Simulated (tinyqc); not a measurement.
Worked calculation: ballistic transport through the one-dimensional subbands of a rectangular nanowire or nanosheet channel. Computed by tinyqc, a small Python program that keeps every step. Command: `OMP_NUM_THREADS=1 python tinyqc.py 3012546 3012547 out.jsonl wire walk`. One thread of a shared host (Intel(R) Xeon(R) Processor @ 2.30GHz), about 0.01 s of CPU time with the checks. Intermediate numbers are printed to about 6 digits and carried at full precision; extremes and crossings named in words are read from the listed rows.

Hard walls, parabolic subbands, transport along x. Energies are counted from the bulk conduction band edge at the top of the barrier, which the gate pulls down by U; the source Fermi level lies at the bulk edge when U = 0.

Inputs (values chosen for the exercise, modelled on GaAs):

| quantity | value | unit |
|---|---|---|
| mass m | 0.064 | m_0 |
| height a | 11 | nm |
| width b | 21 | nm |
| equivalent oxide thickness t | 1.8 | nm |
| gate voltage above flat band V_G | 0.49 | V |
| drain voltage V_D | 0.45 | V |
| temperature T | 77 | K |
| mean free path for back-scattering lambda | 110 | nm |
| channel length L | 78 | nm |

Valleys: single isotropic valley.

Constants: hbar^2/(2 m_0) = 3.80998212 eV angstrom^2; k_B = 8.617333262e-05 eV/K; m_0 = 9.1093837015e-31 kg; k_B = 1.380649e-23 J/K; hbar = 1.054571817e-34 J s; eps_0 = 8.8541878128e-12 F/m; e = 1.602176634e-19 C; h = 6.62607015e-34 J s.

## Subbands

E_pq = (hbar^2 pi^2/2)(p^2/(m_y b^2) + q^2/(m_z a^2)); m_x = m_y = m_z = m, degeneracy g = 1; the 10 lowest subbands are kept.

Subbands:

| valley axis | p | q | E (meV) | m_x (m_0) |
|---|---|---|---|---|
| - | 1 | 1 | 61.881 | 0.064 |
| - | 2 | 1 | 101.850 | 0.064 |
| - | 3 | 1 | 168.465 | 0.064 |
| - | 1 | 2 | 207.554 | 0.064 |
| - | 2 | 2 | 247.523 | 0.064 |
| - | 4 | 1 | 261.727 | 0.064 |
| - | 3 | 2 | 314.138 | 0.064 |
| - | 5 | 1 | 381.634 | 0.064 |
| - | 4 | 2 | 407.399 | 0.064 |
| - | 1 | 3 | 450.342 | 0.064 |

The second subband lies 40.0 meV, or 6.02 k_B T, above the first.

## Self-consistent barrier

F_j(eta) = (1/Gamma(j + 1)) int_0^infinity x^j/(1 + exp(x - eta)) dx, F_0 = ln(1 + exp(eta)). Integrals over x = E/(k_B T) use 160 Gauss-Legendre points in u = sqrt(x) from 0 to sqrt(max(eta, 0) + 32). With degeneracy g = 1, eta_i = (U - E_i)/(k_B T) and u = e V_D/(k_B T): line density n = sum_i g sqrt(2 m_x k_B T/pi)/(2 hbar) [F_-1/2(eta_i) + F_-1/2(eta_i - u)]; gate: e n = C_ox (V_G - U/e), C_ox = 3.9 eps_0 2 (a + b)/t (flat-plate estimate); I = (2 e k_B T/h) sum_i g [F_0(eta_i) - F_0(eta_i - u)].

C_ox = 1227.78 aF/micrometre

U = 348.637 meV

Occupation:

| subband | eta_i | n_i (1/nm) | I_i (microampere) |
|---|---|---|---|
| 1 | 43.2164 | 2.20871e-01 | 2.22181e+01 |
| 2 | 37.1928 | 2.04885e-01 | 1.91213e+01 |
| 3 | 27.1533 | 1.75016e-01 | 1.39599e+01 |
| 4 | 21.2624 | 1.54816e-01 | 1.09313e+01 |
| 5 | 15.2387 | 1.30948e-01 | 7.83440e+00 |
| 6 | 13.0980 | 1.21323e-01 | 6.73387e+00 |
| 7 | 5.1992 | 7.52271e-02 | 2.67582e+00 |
| 8 | -4.9730 | 2.05161e-04 | 3.54664e-03 |
| 9 | -8.8560 | 4.24414e-06 | 7.32665e-05 |
| 10 | -15.3277 | 6.56449e-09 | 1.13319e-07 |

line density n = 1.08330 1/nm

ballistic current I = 83.4782 microampere

mean velocity I/(e n) = 4.80967 1e7 cm/s

7 of the subbands lie below the source Fermi level; the lowest carries 27 % of the current with 20 % of the charge. The gate spends 71 % of V_G on moving the bands.

## Conductance, capacitance and scattering

Linear conductance G = (2 e^2/h) sum_i g f(eta_i), g = 1, f = 1/(1 + exp(-eta_i)), with the barrier frozen at the eta_i above; current per perimeter I/(2(a + b)); with scattering, transmission lambda/(lambda + L) and low-bias resistance (1 + L/lambda)/G.

open modes sum g f = 7.00152

ballistic conductance = 542.485 microsiemens

current per perimeter = 1304.35 microampere/micrometre

transmission = 0.585106

low-bias resistance with scattering = 3.15049 kiloohm

Even without scattering the wire has h/(2 e^2 M) = 1.84 kiloohm, which sits in the contacts.

## Gate sweep

Open modes are sum_i g/(1 + exp(-eta_i)). The last column is e dn/dV_G over C_ox, taken up to the next row.

Against the gate voltage:

| V_G (V) | U (meV) | n (1/nm) | I (microampere) | open modes | C_g/C_ox |
|---|---|---|---|---|---|
| -0.240 | -240.000 | 5.20490e-22 | 8.98495e-21 | 1.74766e-20 | 2.38324e-15 |
| -0.140 | -140.000 | 1.82633e-15 | 3.15270e-14 | 6.13230e-14 | 1.88759e-07 |
| -0.018 | -18.000 | 1.76473e-07 | 3.04637e-06 | 5.92547e-06 | 9.16481e-02 |
| 0.110 | 98.269 | 8.98969e-02 | 3.05767e+00 | 1.36416e+00 | 2.43644e-01 |
| 0.210 | 173.905 | 2.76607e-01 | 1.48749e+01 | 2.70042e+00 | 3.43389e-01 |
| 0.340 | 259.264 | 6.18697e-01 | 3.97925e+01 | 5.26250e+00 | 4.06599e-01 |
| 0.480 | 342.340 | 1.05492e+00 | 8.00654e+01 | 6.98866e+00 | 4.14383e-01 |
| 0.640 | 436.039 | 1.56300e+00 | 1.37373e+02 | 9.09037e+00 | 4.41213e-01 |
| 0.810 | 531.033 | 2.13778e+00 | 2.08270e+02 | 9.99999e+00 | 4.54852e-01 |
| 1.000 | 634.611 | 2.80005e+00 | 2.72825e+02 | 1.00000e+01 | - |

Between the first two rows the current rises one decade per 15 mV, against the limit ln(10) k_B T/e = 15 mV. Above threshold C_g/C_ox lies between 0.24 and 0.45: the quantum capacitance in series costs much, since the density of states of these subbands is small. In the last rows the tenth subband begins to fill, so the truncation shows.

Checks made by the program: density of the lowest subband against a direct sum over k (relative difference 3e-08).
